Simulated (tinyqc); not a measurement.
# Hot electrons in a saturated n-channel MOSFET, lucky-electron model: what changes with what

Beyond pinch-off the lateral field grows as Esat cosh(y/l) over the velocity-saturated region (pseudo-two-dimensional model). Impact ionisation in this region gives the substrate current, which biases the body forward through Rsub. Currents are per width. Local-field laws: they overstate ionisation when the field peak is narrower than an energy relaxation length.

Inputs (values chosen for the exercise); values close to those of silicon n-channel devices:
- L = 0.18 um (channel length)
- tox = 4 nm (oxide thickness)
- xj = 49 nm (junction depth)
- VT = 0.46 V (threshold)
- mu = 260 cm^2/(V s) (effective mobility)
- vs = 9.9e6 cm/s (saturation velocity)
- Ai = 2e6 1/cm (ionisation prefactor)
- Bi = 1.82 MV/cm (ionisation field)
- Rd = 0 ohm um (resistance of the lightly doped drain)
- Rsub = 4500 ohm um (substrate resistance)
- kb = 0.22 (fall of VT per volt of forward body bias)
- m = 3.1 (lifetime exponent)
- Hl = 24000 s uA/um (lifetime constant)
- Vd = 1.6 V (drain voltage)
- Vg = 0.9 V (gate voltage)

Constants: eps0 = 8.8541878128e-14 F/cm where lengths are in cm. Results are converted to the units shown.

Each table varies one quantity; the others keep the values above.

## Effect of the oxide thickness

Cox = 3.9 eps0/tox, l = sqrt(3 tox xj), Esat = 2 vs/mu. Overdrive g = Vg - VT + kb Vb; Vdsat = g Esat L/(g + Esat L); Id = Cox vs (g - Vdsat); dV = Vd - Id Rd - Vdsat; Em = sqrt((dV/l)^2 + Esat^2); Isub = Id (Ai/Bi) l Em exp(-Bi/Em). Vb = Rsub Isub is solved self-consistently. Lifetime tau = (Hl/Id)(Isub/Id)^(-m); 1 year = 3.15576e7 s.

Results:
```
tox (nm)  Id (uA/um)  Em (MV/cm)  Isub (uA/um)  Isub/Id  tau (years)
2.2            178.5      0.7028         18.61   0.1042     0.004715
2.8            135.9      0.6262         10.38  0.07634      0.01627
4.2            88.27      0.5147         3.614  0.04094       0.1728
5.2            70.84      0.4641         1.979  0.02794       0.7041
6.5            56.46      0.4167         1.013  0.01795        3.484
8              45.78      0.3771        0.5217  0.01140        17.56
```

Estimate the missing row, tox = 3.4 nm.

Computed row:
```
tox (nm)  Id (uA/um)  Em (MV/cm)  Isub (uA/um)  Isub/Id  tau (years)
3.4            110.2      0.5702         6.344  0.05757      0.04812
```

With this row back in the table: As tox goes from 2.2 to 8 nm, Em falls from 0.703 to 0.377 MV/cm, Isub falls from 18.6 to 0.522 uA/um and tau rises from 0.00472 to 17.6 years. From the first row to the last, log10(tau) changes by 3.6: 3.0 from (Isub/Id)^(-m), which holds Em and l, and 0.59 from 1/Id. At tox = 2.2 nm Isub/Id passes 0.1, where multiplication of the secondary carriers, left out here, counts.

## Effect of the drain voltage

Same model as above.

Effect of the drain voltage:
```
Vd (V)  Id (uA/um)  Em (MV/cm)  Isub (uA/um)   Isub/Id  tau (years)
1            91.42      0.2854        0.1181  0.001291         7512
1.11         91.49      0.3292        0.3191  0.003487        345.1
1.23         91.64      0.3775        0.7424  0.008101        25.26
1.34         91.88      0.4219         1.381   0.01504        3.705
1.46         92.25      0.4704         2.414   0.02616       0.6627
1.57         92.72      0.5149         3.710   0.04002       0.1766
1.69         93.39      0.5635         5.546   0.05939      0.05156
1.8          94.15      0.6080         7.642   0.08117      0.01942
```

As Vd goes from 1 to 1.8 V, Em rises from 0.285 to 0.608 MV/cm, Isub rises from 0.118 to 7.64 uA/um and tau falls from 7510 to 0.0194 years. The slope of ln(tau) against 1/Vd is 31.1 V between the first two rows and 27.0 V between the last two; ten years are last met at Vd = 1.23 V among the rows. At Vd = 1 V tau is a far extrapolation that only says that hot carriers are no limit.

## Effect of the gate voltage

Same model as above.

Result of one run:
```
Vg (V)  Id (uA/um)  Em (MV/cm)  Isub (uA/um)  Isub/Id  tau (years)
0.86         78.51      0.5366         3.779  0.04813       0.1177
```

What becomes of these results when the gate voltage Vg is changed from 0.86 to 1.23 V, all else the same?

Result of the changed run:
```
Vg (V)  Id (uA/um)  Em (MV/cm)  Isub (uA/um)  Isub/Id  tau (years)
1.23         239.6      0.4619         5.731  0.02392       0.3368
```

The whole series:
```
Vg (V)  Id (uA/um)  Em (MV/cm)  Isub (uA/um)  Isub/Id  tau (years)
0.61         12.81      0.6085         1.044  0.08147       0.1411
0.73         38.59      0.5712         2.428  0.06291       0.1044
0.86         78.51      0.5366         3.779  0.04813       0.1177
0.98         124.1      0.5091         4.717  0.03800       0.1548
1.1          176.5      0.4849         5.347  0.03029       0.2200
1.23         239.6      0.4619         5.731  0.02392       0.3368
1.35         302.6      0.4430         5.871  0.01940       0.5105
1.48         375.2      0.4247         5.851  0.01559       0.8107
1.6          445.8      0.4096         5.721  0.01283        1.248
```

As Vg goes from 0.61 to 1.6 V, Em falls from 0.609 to 0.410 MV/cm, Isub goes from 1.04 through a maximum of 5.87 (at Vg = 1.35 V among the rows listed) to 5.72 uA/um and tau goes from 0.141 through a minimum of 0.104 (at Vg = 0.73 V among the rows listed) to 1.25 years. Id grows with Vg while the rising Vdsat lowers the field, hence the bell shape; the peak row has Vg/Vd = 0.84.

Program tinyqc, `OMP_NUM_THREADS=1 python tinyqc.py 2550069 2550070 out.jsonl`; Intel Xeon 2.30GHz, shared host, one thread, about 0.01 s.
